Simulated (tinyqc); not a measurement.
Inside a calculation. Model: precursor delivery by bubblers, mass-transport growth and the solid composition of a III-V alloy. Computed by tinyqc, a small Python program that keeps every step. Command: `OMP_NUM_THREADS=1 python tinyqc.py 3027015 3027016 out.jsonl movpe_thermo walk`. One thread of a shared host (Intel(R) Xeon(R) Processor @ 2.30GHz), about 0.01 s of CPU time with the checks. Intermediate numbers are printed to about 7 digits and carried at full precision; extremes and crossings named in words are read from the listed rows.

1 sccm = 44.615 micromol/min; 1 torr = 133.322 Pa. The sources decompose fully at the surface.

Inputs (values chosen for the exercise, modelled on triethylgallium (source 1) and trimethylindium (source 2) for the vapour pressures):
```
quantity                                                                                                  value        unit
bath temperature T1                                                                                         294           K
bath temperature T2                                                                                         296           K
bubbler pressure p_b                                                                                        400        torr
carrier flow F1                                                                                              23        sccm
carrier flow F2                                                                                             270        sccm
total flow F_t                                                                                               20         slm
group-V flow F_V                                                                                             32        sccm
reactor pressure p                                                                                           40        torr
growth temperature T                                                                                        840           K
diffusivity at 273 K and 760 torr                                                                          0.43      cm^2/s
flow cross-section A                                                                                         48        cm^2
distance from the leading edge z                                                                             13          cm
lattice constant a                                                                                         5.96    angstrom
interaction L0 of the solid                                                                                11.7      kJ/mol
log10 of p_B,eq over pure BC at 1000 K and 1 torr of group V (exaggerated: liquid indium has about -4.1)   -2.9  log10 torr
enthalpy of that equilibrium H                                                                              359      kJ/mol
```

Alloy: mixing on the group-III sites, with desorption of B.

constants a, b of source 1 (log10 torr, K): 8.075  2162

constants a, b of source 2 (log10 torr, K): 10.51  3014

Constants: k_B = 1.380649e-23 J/K; R = 8.314462618 J/(mol K).

## Bubblers

log10 p_v = a - b/T_bath; molar flow = F x 44.615 x p_v/(p_b - p_v) for a saturated bubbler.

vapour pressure 1 = 5.263305 torr

molar flow 1 = 13.68232 micromol/min

vapour pressure 2 = 2.126021 torr

molar flow 2 = 64.36751 micromol/min

One kelvin of bath error changes flow 1 by 5.8 % and flow 2 by 8.0 %.

## Partial pressures in the reactor

p_i = p n_i/(44615 F_t), F_t in slm; p_V = p F_V/(1000 F_t), counted per molecule supplied; V/III = 44.615 F_V/(n1 + n2); vapour fraction of source 2 = n2/(n1 + n2).

p_1 = 6.133507e-04 torr

p_2 = 0.002885465 torr

p_V = 0.064 torr

V/III ratio = 18.29190

vapour fraction of source 2 = 0.8246976

## Mass transport

Mean velocity u = (F_t/A)(760/p)(T/273); D = D0 (T/273)^1.75 (760/p); boundary layer delta = sqrt(pi D z/u); flux = D dp/(delta k_B T); growth rate = flux x a^3/4.

velocity u = 405.9829 cm/s

D = 58.40179 cm^2/s

boundary layer delta = 2.423850 cm

growth rate per torr of group III = 527.7654 micrometre/(h torr)

Caution: the boundary layer is a quarter or more of the root of the cross-section, so it fills much of the channel and depletion along the flow matters.

## Solid composition

A sticks fully. B desorbs: its surface pressure is p_B* = x gamma_B K/sqrt(p_V), ln gamma_B = L0 (1 - x)^2/(R T), K = 10^(log10 K at 1000 K) exp[-(H/R)(1/T - 1/1000)], p_V in torr. With equal diffusivities x = (p_2 - p_B*)/(p_1 + p_2 - p_B*). Growth rate = rate per torr x p_1/(1 - x).

K/sqrt(p_V) = 1.333906e-06 torr

solid fraction x = 0.8246396

share of B incorporated, 1 - p_B*/p_2 = 0.9995986

growth rate = 1.845942 micrometre/h

Desorption is negligible: the solid copies the vapour.

## Incorporation against temperature

A sticks fully. B desorbs: its surface pressure is p_B* = x gamma_B K/sqrt(p_V), ln gamma_B = L0 (1 - x)^2/(R T), K = 10^(log10 K at 1000 K) exp[-(H/R)(1/T - 1/1000)], p_V in torr. With equal diffusivities x = (p_2 - p_B*)/(p_1 + p_2 - p_B*).

At fixed flows:
```
T (K)  K/sqrt(p_V) (torr)          x  share of B incorporated, 1 - p_B*/p_2
872          8.797150e-06  0.8243149                           9.973585e-01
906          5.640944e-05  0.8222224                           9.831172e-01
938          2.867130e-04  0.8114747                           9.149522e-01
961          8.627958e-04  0.7791172                           7.497801e-01
988          2.945469e-03  0.5437846                           2.533669e-01
1013         8.660758e-03  0.1073160                           2.555406e-02
1042         2.836244e-02  0.0282452                           6.178461e-03
1085         1.465381e-01  0.0054529                           1.165456e-03
```

x equals the vapour fraction 0.825 while gamma_B K/sqrt(p_V) is small against p_1 + p_2 = 0.0035 torr and falls once it is not. Between the last rows the apparent energy R d ln x/d(1/T) is 360 kJ/mol, against H = 359.

Checks made by the program: the sensitivity to the bath against a difference (relative difference below 1e-10).
